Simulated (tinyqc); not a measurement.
Complex band structure along [001] in sp3s* tight binding: one step. Complex wave vectors at one energy in the gap. Three cases, with inputs chosen for the exercise.

Problem. Solve det(H0 - E + z T + T^T/z) = 0 with E = Ev + dE, as the linear problem [[0, 1], [-T^T, E - H0]] x = z [[1, 0], [0, T]] x. Roots come as z, -z, 1/z and conjugates; list those with 0 < |z| < 1 and Re z, Im z >= 0, by falling |z|. Re kz = arg(z)/(pi/2) in units of 2 pi/a, kappa = -(4/a) ln|z|.

For k = (0, 0, kz) the phase sums are g0 = cos(phi) and g3 = i sin(phi), phi = kz a/4, and the s, pz, s* orbitals of anion (a) and cation (c) decouple from px, py. With z = exp(i phi), H(z) = H0 + z T + T^T/z for any complex z. H0 is diagonal (Esa, Epa, Exa, Esc, Epc, Exc). The anion-cation block is B(z) = z U + W/z and the cation-anion block z W^T + U^T/z, where U has Vss/2 (s,s), Vsapc/2 (s,z), -Vscpa/2 (z,s), Vxx/2 (z,z), Vxapc/2 (s*,z), -Vpaxc/2 (z,s*), and W has the same values with the s-z and s*-z signs reversed. |z| = 1 is a band state, |z| < 1 decays along [001] as exp(-kappa d) over a distance d, kappa = -(4/a) ln|z|. No spin-orbit coupling.

Case 1.

Values chosen (out of a larger set: near a published set for GaAs, fitted to gaps, whose masses and valley positions are rough (light masses up to twice too heavy); not measured data): dE = 0.37 eV (E - Ev); a = 5.648 angstrom (lattice constant).

diagonal of H0 (eV): sa -8.374000, za 1.041000, s*a 8.635000, sc -2.678000, zc 3.683000, s*c 6.665000

T (eV):
```
,sa,za,s*a,sc,zc,s*c
sa,0.000000,0.000000,0.000000,-3.212000,2.243000,0.000000
za,0.000000,0.000000,0.000000,-2.910000,0.986000,-2.425000
s*a,0.000000,0.000000,0.000000,0.000000,2.424000,0.000000
sc,-3.212000,2.910000,0.000000,0.000000,0.000000,0.000000
zc,-2.243000,0.986000,-2.424000,0.000000,0.000000,0.000000
s*c,0.000000,2.425000,0.000000,0.000000,0.000000,0.000000
```

Ev = -0.011568 eV

Case 2.

Values chosen (out of a larger set: near a published set for InAs, fitted to gaps, whose masses and valley positions are rough (light masses up to twice too heavy); not measured data): dE = 0.32 eV (E - Ev); a = 6.058 angstrom (lattice constant).

diagonal of H0 (eV): sa -9.510000, za 0.905000, s*a 7.454000, sc -2.734000, zc 3.735000, s*c 6.709000

T (eV):
```
,sa,za,s*a,sc,zc,s*c
sa,0.000000,0.000000,0.000000,-2.805000,1.520500,0.000000
za,0.000000,0.000000,0.000000,-2.718500,0.918500,-1.950000
s*a,0.000000,0.000000,0.000000,0.000000,1.691500,0.000000
sc,-2.805000,2.718500,0.000000,0.000000,0.000000,0.000000
zc,-1.520500,0.918500,-1.691500,0.000000,0.000000,0.000000
s*c,0.000000,1.950000,0.000000,0.000000,0.000000,0.000000
```

Ev = 0.001209 eV

Case 3.

Values chosen (out of a larger set: near a published set for GaAs, fitted to gaps, whose masses and valley positions are rough (light masses up to twice too heavy); not measured data): dE = 1.27 eV (E - Ev); a = 5.652 angstrom (lattice constant).

diagonal of H0 (eV): sa -8.326000, za 1.042000, s*a 8.621000, sc -2.666000, zc 3.682000, s*c 6.720000

T (eV):
```
,sa,za,s*a,sc,zc,s*c
sa,0.000000,0.000000,0.000000,-3.235500,2.248000,0.000000
za,0.000000,0.000000,0.000000,-2.892500,0.974000,-2.403500
s*a,0.000000,0.000000,0.000000,0.000000,2.424000,0.000000
sc,-3.235500,2.892500,0.000000,0.000000,0.000000,0.000000
zc,-2.248000,0.974000,-2.424000,0.000000,0.000000,0.000000
s*c,0.000000,2.403500,0.000000,0.000000,0.000000,0.000000
```

Ev = 0.008895 eV

Give: Decaying roots.

Solution.

Case 1.

Decaying roots:
```
Re z,Im z,|z|,Re kz (2 pi/a),kappa (1/angstrom)
0.8913,0.0000,0.8913,0.0000,0.0815
0.1048,0.3870,0.4010,0.8316,0.6472
```

The slowest root has kappa = 0.0815 1/angstrom at Re kz = 0.000: a purely imaginary k at Gamma. The probability falls by exp(-2 kappa d), a factor 5.1 over 1 nm.

Case 2.

Decaying roots:
```
Re z,Im z,|z|,Re kz (2 pi/a),kappa (1/angstrom)
0.9619,0.0000,0.9619,0.0000,0.0256
0.0278,0.2979,0.2991,0.9408,0.7968
```

The slowest root has kappa = 0.0256 1/angstrom at Re kz = 0.000: a purely imaginary k at Gamma. The probability falls by exp(-2 kappa d), a factor 1.67 over 1 nm.

Case 3.

Decaying roots:
```
Re z,Im z,|z|,Re kz (2 pi/a),kappa (1/angstrom)
0.8899,0.0000,0.8899,0.0000,0.0826
0.1081,0.4944,0.5061,0.8630,0.4820
```

The slowest root has kappa = 0.0826 1/angstrom at Re kz = 0.000: a purely imaginary k at Gamma. The probability falls by exp(-2 kappa d), a factor 5.21 over 1 nm.

Computed by tinyqc, one run a case: `OMP_NUM_THREADS=1 python tinyqc.py N N+1 out.jsonl` with N = 1451078, 1451302, 1451377; one thread of a shared Intel(R) Xeon(R) Processor @ 2.30GHz, about 0.01 s a run at most.
